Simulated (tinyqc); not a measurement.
Time-domain thermoreflectance: layered heat flow under a modulated pulse train, and what the signal ratio measures. From ratio -V_in/V_out back to boundary conductance G under the metal. Computed by tinyqc, a small Python program. Command: `OMP_NUM_THREADS=1 python tinyqc.py 3110034 3110035 out.jsonl tdtr inv`. One thread of a shared host (Intel(R) Xeon(R) Processor @ 2.30GHz), about 0.7 s of CPU time with the checks.

Pulses repeat at 80 MHz; heat is laid down at the surface, all layers are isotropic, and the film is in perfect contact with the substrate.

Inputs (values chosen for the exercise, modelled on aluminium on germanium): metal thickness d = 92 nm; metal conductivity = 160 W/(m K); metal heat capacity = 2.42 MJ/(m^3 K); film thickness = 56 nm; film conductivity = 0.63 W/(m K); film heat capacity = 2.9 MJ/(m^3 K); substrate conductivity kappa = 64.1 W/(m K); substrate heat capacity C = 1.69 MJ/(m^3 K); modulation frequency f = 9.8 MHz; spot radius w (1/e^2, pump and probe) = 16 micrometre; delay t = 2400 ps.

Stack: metal, film, substrate.

Method:
- For radial wave number k and angular frequency W each layer has u = sqrt(4 pi^2 k^2 + i W C/kappa) and gamma = kappa u. Surface impedance from below: Z = 1/gamma for the substrate; a layer of thickness L maps Z to (Z + tanh(u L)/gamma)/(1 + gamma Z tanh(u L)); a boundary adds 1/G.
- Response per absorbed watt H(W) = 2 pi int_0^(2/w) Z(k, W) exp(-pi^2 k^2 w^2) k dk by 20 Gauss-Legendre points.
- Signal: X + iY = sum_(m = -M..M) H(2 pi (f + m f_r)) exp(i 2 pi m f_r t) exp(-pi (m/M)^2 x 4), f_r = 80 MHz, M = 4000, with H(-W) the complex conjugate of H(W); V_in = X, V_out = Y, ratio = -V_in/V_out.

Question. A run gave the result below. Find the boundary conductance G under the metal, known to lie between 100 and 190 MW/(m^2 K).

ratio -V_in/V_out = 0.9274517

Answer.

Each step takes the trial c = (a f_b - b f_a)/(f_b - f_a), f being the result less the target and a, b, c the logarithms of the listed values; c replaces end b, the old b replaces a if the sign of f changed, and otherwise f_a is halved.

Scan of the range:
```
boundary conductance G under the metal (MW/(m^2 K))  ratio -V_in/V_out
100                                                           0.924312
111                                                           0.927019
124                                                           0.929566
138                                                           0.931744
153                                                           0.933616
171                                                           0.935413
190                                                           0.936928
```

False position (Illinois rule, in the logarithm of the input) inside the bracket:
```
step    end a    end b    trial  ratio -V_in/V_out
1     111.000  124.000  113.107           0.927474
2     111.000  113.107  112.906           0.927432
3     113.107  112.906  113.000           0.927452
4     112.906  113.000  113.000           0.927452
```

Ratio -V_in/V_out rises at every point of a 13-point scan of the range (every second point is shown), so one value fits; it is bracketed by 111 and 124. Answer: boundary conductance G under the metal = 113.0 MW/(m^2 K).
